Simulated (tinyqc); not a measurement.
Scan in temperature at fixed frequency: admittance spectroscopy and thermally stimulated current of one trap level in a depletion layer. Computed by tinyqc, a small Python program. Command: `OMP_NUM_THREADS=1 python tinyqc.py 3110973 3110974 out.jsonl admit walk`. One thread of a shared host (Intel(R) Xeon(R) Processor @ 2.30GHz), about 0.01 s of CPU time with the checks.

A Schottky junction on n-type material holds one donor-like electron trap; shallow donors are fully ionised and abrupt depletion edges are assumed.

Inputs (values chosen for the exercise, modelled on n-type beta-Ga2O3):

| quantity | value | unit |
|---|---|---|
| dielectric constant eps | 10.3 | - |
| density-of-states mass m | 0.277 | m_0 |
| shallow doping N | 1.9e+16 | 1/cm^3 |
| trap density N_t | 1.7e+15 | 1/cm^3 |
| trap depth E_t below the band | 0.165 | eV |
| capture cross section sigma | 3e-14 | cm^2 |
| band bending V_b | 2.1 | V |
| test frequency f | 300000 | Hz |

Constants: k_B = 1.380649e-23 J/K; m_0 = 9.1093837015e-31 kg; h = 6.62607015e-34 J s; k_B = 8.617333262e-05 eV/K; eps_0 = 8.8541878128e-12 F/m; e = 1.602176634e-19 C.

Method:
- N_c = 2 (2 pi m k_B T/h^2)^(3/2), v_th = sqrt(3 k_B T/m), emission rate e_n = sigma v_th N_c exp(-E_t/(k_B T)).
- Where the level crosses the Fermi level capture equals emission, so the trap follows the signal with the rate 2 e_n; G/omega peaks at omega = 2 e_n (the correction for large N_t/N is left out).
- Solve 2 e_n(T_p) = 2 pi f.
- With E_c - E_F = k_B T_p ln(N_c/N): lambda = sqrt(2 eps eps_0 (E_t - (E_c - E_F))/(e^2 N)); traps are empty and charged for x < x_t = w - lambda, and V_b = e (N w^2 + N_t x_t^2)/(2 eps eps_0). High frequency: C_hf = eps eps_0/w. Low frequency: C_lf = eps eps_0 (N + N_t)/(N w + N_t x_t).
- With x = omega/(2 e_n): C = C_hf + (C_lf - C_hf)/(1 + x^2), G/omega = (C_lf - C_hf) x/(1 + x^2); C_hf and C_lf are held at their values at T_p.

peak temperature T_p = 143.999 K

C_hf = 26.3687 nF/cm^2

C_lf = 26.8951 nF/cm^2

Admittance:

| T (K) | omega/(2 e_n) | C (nF/cm^2) | G/omega (nF/cm^2) |
|---|---|---|---|
| 126.7 | 7.9363 | 26.377 | 0.06529 |
| 132.5 | 3.7449 | 26.404 | 0.13121 |
| 136.8 | 2.2306 | 26.457 | 0.19649 |
| 141.1 | 1.3687 | 26.552 | 0.25075 |
| 144.0 | 0.9999 | 26.632 | 0.26320 |
| 146.9 | 0.7390 | 26.709 | 0.25160 |
| 151.2 | 0.4815 | 26.796 | 0.20575 |
| 157.0 | 0.2797 | 26.857 | 0.13655 |
| 164.2 | 0.1498 | 26.884 | 0.07712 |

The peak of G/omega is half the step, 0.263 nF/cm^2. Its full width is near 2 ln(2 + sqrt3) k_B T_p^2/(E_t + 2 k_B T_p) = 24.8 K.

Extremes, crossings and ranges named in words are read from the listed rows.
